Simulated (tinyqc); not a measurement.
## Thickness of the second layer from the transmission

Question. A two-layer stack carries the voltage V: F1 = V/(t1 + t2 eps1/eps2), F2 = F1 eps1/eps2; U = phi1 - F1 x in layer 1 and phi2 - F1 t1 - F2 (x - t1) in layer 2. T = exp(-S) at E = 0, C = hbar^2/(2 m0). Each layer adds (2/F) sqrt(m/C) [G(u at its left edge) - G(u at its right edge)] to S, with u = U - E (0 where negative) and G(u) = (2/3) u^1.5. Find t2, known to lie between 0.3 and 6 nm, and F1.

Values chosen for this exercise: barrier of layer 1 above the emitter Fermi level at zero bias phi1 = 2.06 eV; tunnelling mass of layer 1 m1 = 0.51 m0; thickness of layer 1 t1 = 0.9 nm; relative permittivity of layer 1 eps1 = 7.15; barrier of layer 2 at zero bias phi2 = 1.47 eV; tunnelling mass of layer 2 m2 = 0.25 m0; relative permittivity of layer 2 eps2 = 25.7; voltage across the dielectric V = 1.2 V.

Constants: q = 1.602176634e-19 C, hbar = 1.054571817e-34 J s, m0 = 9.1093837015e-31 kg, hbar^2/(2 m0) = 0.0380998212 eV nm^2. Results are converted to the units shown.

T at E = 0 = 5.2196671e-10

Answer. Over that range S rises steadily with t2, so S = -ln T has one root, found by bisection.

t2 = 3.300 nm
F1 = 6.600 MV/cm

Numbers from tinyqc (`OMP_NUM_THREADS=1 python tinyqc.py 2540001 2540002 out.jsonl`; about 0.04 s on one thread of a shared Intel Xeon 2.30GHz).
